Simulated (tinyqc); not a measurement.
Changing the later thermal budget (Dt)2: out-diffusion of a doped substrate or buried layer into a growing epitaxial film. Computed by tinyqc, a small Python program. Command: `OMP_NUM_THREADS=1 python tinyqc.py 3002637 3002638 out.jsonl buried sweep`. One thread of a shared host (Intel(R) Xeon(R) Processor @ 2.30GHz), about 0.01 s of CPU time with the checks.

x is counted from the original substrate surface into the film, whose surface moves as x = v t. Substrate dopant has one diffusivity; the dopant of the film is taken as uniform.

Inputs (values chosen for the exercise, modelled on phosphorus in silicon):

| quantity | value | unit |
|---|---|---|
| prefactor D0 | 4.62 | cm^2/s |
| activation energy E | 3.66 | eV |
| substrate concentration C_s | 7.3e+18 | 1/cm^3 |
| film doping C_e | 6.1e+14 | 1/cm^3 |
| growth rate v | 0.25 | um/min |
| film thickness d | 1.9 | um |
| growth temperature T | 1025 | C |
| autodoping level at the start, as a share of C_s | 1e-05 | - |
| decay length of autodoping | 0.14 | um |

Film doping: opposite type.

Constants: k_B = 8.617333262e-05 eV/K.

Method:
- D = D0 exp(-E/(k_B T)); growth time t = d/v; l = 2 sqrt(D t); growth number G = v t/l = d/l; 1 um = 1e-4 cm.
- Temperatures in kelvin are T(C) + 273.15.
- After growth and the later budget: l2 = 2 sqrt(D t + (Dt)2); C(x) = (C_s/2) erfc(x/l2) + share x C_s exp(-x/decay length) for x > 0 (autodoping taken as unchanged by the later budget). The transition x_t solves C(x) = C_e, the metallurgical junction.
- Usable film = d - x_t. Also give x_t for the erfc term alone, after growth and after the later budget.

One run for each value:

| later thermal budget (Dt)2 (cm^2) | x_t after the later budget, erfc alone (um) | x_t with autodoping (um) | usable film (um) |
|---|---|---|---|
| 1.00e-13 | 0.193 | 0.193 | 1.707 |
| 4.00e-13 | 0.195 | 0.195 | 1.705 |
| 1.00e-12 | 0.199 | 0.200 | 1.700 |
| 5.00e-12 | 0.226 | 0.226 | 1.674 |
| 2.00e-11 | 0.306 | 0.306 | 1.594 |
| 6.00e-11 | 0.455 | 0.455 | 1.445 |
| 2.00e-10 | 0.777 | 0.777 | 1.123 |
| 8.00e-10 | 1.518 | 1.518 | 0.382 |

Over the rows, x_t after the later budget, erfc alone (um) rises from 0.193 to 1.52 (exponent d ln y / d ln x 0.0082 between the first rows and 0.48 between the last); x_t with autodoping (um) rises from 0.193 to 1.52 (exponent d ln y / d ln x 0.0081 between the first rows and 0.48 between the last); usable film (um) falls from 1.71 to 0.382 (exponent d ln y / d ln x -9.3e-4 between the first rows and -0.78 between the last). At the high end the exponent of x_t after the later budget, erfc alone is 0.48, close to 0.50: the later budget dominates. At the low end the exponent of x_t after the later budget, erfc alone is 0.01, close to 0: the growth dominates.  Left out: 3.00e-9 (the transition reaches the surface).
